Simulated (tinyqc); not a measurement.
Superjunction drift layer against a plain one, charge balance: one step of the calculation.

Alternating n and p pillars of equal width wp, doping N and length Lp. When depleted, the lateral field peaks at Ex = q N wp/(2 eps0 eps_r) at the pillar junctions and a uniform vertical field Ey is added; breakdown is taken where Ex^2 + Ey^2 = Ef^2. Only the n pillars conduct, narrowed by the zero-bias depletion. A first-order model: the field peaks at the pillar ends are left out.

Problem. Loss of breakdown voltage by imbalance. An imbalance dl leaves the mean net doping |dl| N/2, which tilts the vertical field by s = q |dl| N/(2 eps0 eps_r): BV(dl) = Ey Lp - s Lp^2/2, or Ey^2/(2 s) if the field reaches zero inside the pillar.

Parameters, values chosen for the exercise; values close to those of 4H silicon carbide:
- eps_r = 10 (relative permittivity of the semiconductor)
- BV = 3700 V (wanted breakdown voltage)
- dl = -2.9 % (charge imbalance (Nn - Np)/N)

Constants: q = 1.602176634e-19 C, eps0 = 8.8541878128e-14 F/cm where lengths are in cm. Results are converted to the units shown.

N = 2.5103442e17 cm^-3
Ey = 1.4101457 MV/cm
Lp = 26.238423 um

Wanted: tilt s; BV(dl); loss.

Solution.

tilt s = 65.87 kV/(cm um)
BV(dl) = 1510 V
loss = 59.20 %

Numbers from tinyqc (`OMP_NUM_THREADS=1 python tinyqc.py 2590140 2590141 out.jsonl`; about 0.01 s on one thread of a shared Intel Xeon 2.30GHz).
